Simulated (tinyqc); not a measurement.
Tail length against growth temperature: equilibrium and kinetic segregation of a solute to boundaries and growing surfaces. Computed by tinyqc, a small Python program. Command: `OMP_NUM_THREADS=1 python tinyqc.py 3011293 3011294 out.jsonl segreg walk`. One thread of a shared host (Intel(R) Xeon(R) Processor @ 2.30GHz), about 0.01 s of CPU time with the checks.

Inputs (values chosen for the exercise, for a model alloy): exchange barrier E_b = 1.88 eV; surface segregation energy E_s = 0.28 eV; growth rate = 0.46 monolayers/s.

Constants: k_B = 8.617333262e-05 eV/K.

Method. Two-state exchange during growth, dilute: jump up r_u = nu exp(-E_b/(k_B T_g)), jump back r_d = r_u exp(-E_s/(k_B T_g)), nu = 1e13 1/s. In the time 1/R of one monolayer the share carried up is p = [r_u/(r_u + r_d)] [1 - exp(-(r_u + r_d)/R)]; the tail decays as p^n, length -1/ln p monolayers; the equilibrium limit has p = r_u/(r_u + r_d).

Exchange model:
```
T_g (K)       r_u/R        p  length (monolayers)  equilibrium limit
611      6.7644e-03  0.00674           2.0002e-01             204.46
654      7.0763e-02  0.06830           3.7260e-01             144.28
689      3.8525e-01  0.31920           8.7571e-01             112.21
725      1.8560e+00  0.83747           5.6381e+00              88.89
753      5.6824e+00  0.98370           6.0834e+01              75.32
781      1.6056e+01  0.98464           6.4595e+01              64.60
824      6.8979e+01  0.98098           5.2086e+01              52.09
888      4.6499e+02  0.97489           3.9324e+01              39.32
995      6.5290e+03  0.96323           2.6693e+01              26.69
```

What does the comparison show, and why?

The length peaks among these rows at 781 K with 64.6 monolayers. Below, exchange freezes (r_u/R = 0.0068 in the first row); above, the length follows the equilibrium limit, about exp(E_s/(k_B T)), down to 26.7.

Extremes, crossings and ranges named in words are read from the listed rows.
